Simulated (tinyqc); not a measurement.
Chemically amplified photoresist: aerial image, acid generation, bake, development and line width. Changing the mean dose E. Computed by tinyqc, a small Python program. Command: `OMP_NUM_THREADS=1 python tinyqc.py 3001887 3001888 out.jsonl resist sweep`. One thread of a shared host (Intel(R) Xeon(R) Processor @ 2.30GHz), about 0.05 s of CPU time with the checks.

Lines and spaces of pitch p with a two-beam-like image; x = 0 is the middle of the bright space. The resist is positive and treated as uniform in depth.

Inputs (values chosen for the exercise, for a model resist at 13.5 nm):
```
quantity,value,unit
pitch p,41,nm
image contrast c,0.51,-
Dill parameter C,0.018,cm^2/mJ
"quencher load q, relative to the acid generator",0.15,-
acid diffusivity D,0.038,nm^2/s
bake time t,45,s
amplification rate k_amp,0.041,1/s
threshold protection m_th,0.56,-
development selectivity n,12,-
largest rate r_max,490,nm/s
smallest rate r_min,0.099,nm/s
resist thickness d,30,nm
development time t_d,45,s
photon energy,91.84,eV
absorption coefficient alpha,3.4,1/um
```

Method:
- Dose E(x) = E [1 + c cos(2 pi x/p)]; acid h = 1 - exp(-C E(x)).
- Bake: the acid image is blurred by a Gaussian of variance sigma^2 = 2 D t (each Fourier term k of h, taken on 64 points, is multiplied by exp(-4 pi^2 k^2 D t/p^2)).
- Cosine coefficients: h(x) = sum_k h_k cos(2 pi k x/p).
- The quencher then removes q, h_eff = max(h_blurred - q, 0); protection m = exp(-k_amp t h_eff).
- Mack rate r = r_max (a + 1)(1 - m)^n/(a + (1 - m)^n) + r_min, a = ((n + 1)/(n - 1))(1 - m_th)^n.
- Edge: vertical development clears the film where r t_d >= d; the space width is twice the x where r = d/t_d.
- Dose sensitivity = d ln(width)/d ln E from widths at 1.005 E and E/1.005; image log-slope at the edge = |d ln E/dx|, normalised by the width (NILS); latitude for 10 % of width = 10 %/sensitivity.
- The edge lies at x = width/2.
- Absorbed photons per volume N = E(edge) alpha/(photon energy), 1 mJ/cm^2 = 62.41509 eV/nm^2, alpha in 1/nm; a Gaussian blur averages over a volume V = (2 sqrt(pi) sigma)^3; relative noise 1/sqrt(N V); edge noise sigma_x = (dh/d ln E) noise/|dh/dx|, with both derivatives of the blurred acid at the edge.

One run for each value:
```
mean dose E (mJ/cm^2),space width (nm),dose sensitivity,edge noise from photons (nm),NILS
15.6,11.31,4.032,6.203,0.507
17.9,16.46,1.936,4.342,1.060
20.1,19.85,1.366,3.702,1.511
22.4,22.64,1.091,3.378,1.905
24.7,24.99,0.942,3.226,2.221
26.9,26.98,0.860,3.188,2.449
29.2,28.90,0.816,3.245,2.604
31.5,30.72,0.806,3.417,2.658
33.7,32.46,0.833,3.742,2.593
36.0,34.39,0.927,4.421,2.354
```

Over the rows, space width (nm) rises from 11.3 to 34.4 (exponent d ln y / d ln x 2.7 between the first rows and 0.87 between the last); dose sensitivity goes from 4.03 through a minimum among these rows, 0.806 at 31.5, to 0.927; edge noise from photons (nm) goes from 6.20 through a minimum among these rows, 3.19 at 26.9, to 4.42. More dose moves the clearing threshold out along the image, so the space widens.

Caution (all rows): lateral development, standing waves and the joint diffusion of acid and quencher are left out, so widths are indicative. Caution (all rows): the noise counts photons alone (acid and quencher statistics add to it) and takes the film as thicker than the blur; a thinner film averages in two dimensions only.

Extremes, crossings and ranges named in words are read from the listed rows.
